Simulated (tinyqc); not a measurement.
What each parameter does: Wannier functions of a composite (isolated) pair of valence bands (bonds of an sp chain).

Each atom has a hybrid pointing left (<) and right (>). H(k): diagonal +V3 on A, -V3 on B; <A<|A>> = -V1a, <B<|B>> = -V1b, <A>|B<> = -V2, <B>|A<> = -V2p exp(ik); k in 1/a, Bloch sums with exp(ikR). The two lowest bands are filled. Trial functions in cell 0: g1 = cos(c) A> + sin(c) B<, and g2 = sin(c) B> + cos(c) A< of cell 1, whose Bloch vector has cos(c) exp(-ik) on A<. Projection A_mn = <psi_m|g_n>, S = A^+ A, Loewdin U = A S^(-1/2), Bloch-like states w_n = sum_m psi_m U_mn, H_W(k) = U^+ diag(E) U. P = sum_m |psi_m><psi_m| is free of phase choices, and S = g^+ P g, w = P g S^(-1/2).

Parameters, chosen for this exercise: V2 = 4.44 eV (coupling in the bond A-B inside the cell); V2p = 3.94 eV (coupling in the bond to the next cell); V1a = 1.19 eV (coupling of the two hybrids on A); V1b = 0.78 eV (the same on B); V3 = 0 eV (A at +V3, B at -V3); c = 35 degrees (trial bonds cos(c) on A, sin(c) on B); xb = 0.47 a (position of B (A at 0)).

N = 12: centres, total spread (point-like hybrids at R and R + xb) and H_12(0). Each row changes one parameter from the base and keeps the others.

Results:

| case | centre 1 (a) | centre 2 (a) | total spread (a^2) | H_12(0) (eV) |
|---|---|---|---|---|
| base | 0.2336 | 0.7364 | 0.1292 | -0.3874 |
| V2 = 4.84 eV | 0.2337 | 0.7363 | 0.1289 | -0.3876 |
| V2p = 4.34 eV | 0.2337 | 0.7363 | 0.1289 | -0.3876 |
| V1a = 1.39 eV | 0.2327 | 0.7373 | 0.1302 | -0.3864 |
| V1b = 0.98 eV | 0.2342 | 0.7358 | 0.1300 | -0.4867 |
| V3 = 0.4 eV | 0.2541 | 0.7103 | 0.1281 | -0.4240 |
| xb = 0.52 a | 0.2586 | 0.7614 | 0.1290 | -0.3874 |

The largest shifts from the base row, up to three for each result and ties (the steps differ in size, so this ranks the rows, not the parameters). centre 1 (a): xb +0.0250, V3 +0.0205, V1a -0.0009. centre 2 (a): V3 -0.0261, xb +0.0250, V1a +0.0009. total spread (a^2): V3 -0.0012, V1a +0.0010, V1b +0.0008. H_12(0) (eV): V1b -0.0993, V3 -0.0365, V1a +0.0010; unchanged at the printed digits by xb.

Computed by tinyqc, a small Python program: `OMP_NUM_THREADS=1 python tinyqc.py 1481202 1481203 out.jsonl` (the numbers bound the seed that draws the inputs); one thread of a shared host (Intel(R) Xeon(R) Processor @ 2.30GHz), about 0.4 s for the whole set of steps.
